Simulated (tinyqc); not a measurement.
Floating body of a partially depleted SOI transistor: body voltage and kink: two steps of the calculation.

Source at 0 V. Channel current Ic = 2 nf K Vt^2 [F(0) - F(Vd)](1 + la Vd), F(V) = ln^2(1 + exp((Vg - VT - nf V)/(2 nf Vt))), VT = VT0 - gb Vb. Saturation voltage Vs = 2 Vt sqrt(F(0)) + 3 Vt, excess Ve = (Vd - Vs + sqrt((Vd - Vs)^2 + 0.0004 V^2))/2, multiplication M1 = Ai Ve exp(-Bl/Ve). Each junction passes D(v) = J1 (exp(v/Vt) - 1) + J2 (exp(v/(2 Vt)) - 1). Bipolar current Ib = bb J1 (exp(Vb/Vt) - 1). The body settles where M1 (Ic + Ib) = D(Vb) + D(Vb - Vd) + Vb/Rb; drain current Id = (1 + M1)(Ic + Ib) - D(Vb - Vd).

Inputs (values chosen for the exercise); values of the order met in partially depleted silicon-on-insulator transistors: temperature T = 300 K; threshold at zero body voltage VT0 = 0.54 V; fall of the threshold per volt of body voltage gb = 0.3; slope factor nf = 1.48; gain factor per width K = 110 uA/(V^2 um); channel-length modulation factor la = 0.04 1/V; impact-ionisation prefactor Ai = 3.58 1/V; impact-ionisation voltage Bl = 5 V; diffusion saturation current of each junction J1 = 1.1e-12 uA/um; recombination saturation current of each junction J2 = 2.1e-9 uA/um; gain of the lateral bipolar transistor on the diffusion current bb = 3; resistance of a weak body tie to the source (1e9 stands for no tie, and the term is then dropped) Rb = 1e9 kohm um; gate voltage Vg = 0.97 V; drain voltage Vd = 2.1 V.

Constants: q = 1.602176634e-19 C, kB = 1.380649e-23 J/K, Vt = kB T/q. Results are converted to the units shown.

Problem 1. New Vb. Current into the body I_in = M1 (Ic + Ib) - D(Vb - Vd), current out I_out = D(Vb) + Vb/Rb; f = ln(I_in/I_out), s = df/dVb by central differences over 1e-5 V, Vb(new) = Vb - f/s.

Vb after iteration 1 = 0.75717041 V

Give: Ic; Ve; M1; I_in; I_out; f; s; Vb after iteration 2.

Solution 1.

Ic = 17.397 uA/um
Ve = 1.5785 V
M1 = 0.23793
I_in = 8.2589 uA/um
I_out = 5.7764 uA/um
f = 0.35752
s = -19.448 1/V
Vb after iteration 2 = 0.77555 V

Problem 2. Drain current with floating and with grounded body. Id and VT at the converged Vb, Id at Vb = 0, their ratio, and the bipolar share Ib/(Ic + Ib).

converged Vb = 0.78030981 V

Wanted: VT; Id, floating; Id, grounded; ratio; bipolar share.

Solution 2.

VT = 0.30591 V
Id, floating = 74.278 uA/um
Id, grounded = 10.035 uA/um
ratio = 7.4019
bipolar share = 70.460 %

The body rises to 0.780 V and lowers the threshold by 234 mV.

Range of the model: The multiplication law is an empirical form chosen for the exercise; self-heating and capacitive coupling to the body are left out, and the linear laws are rough once Vb passes about 0.7 V or M1 about 0.1.

Program tinyqc, `OMP_NUM_THREADS=1 python tinyqc.py 2182058 2182059 out.jsonl`; Intel Xeon 2.30GHz, shared host, one thread, about 0.2 s.
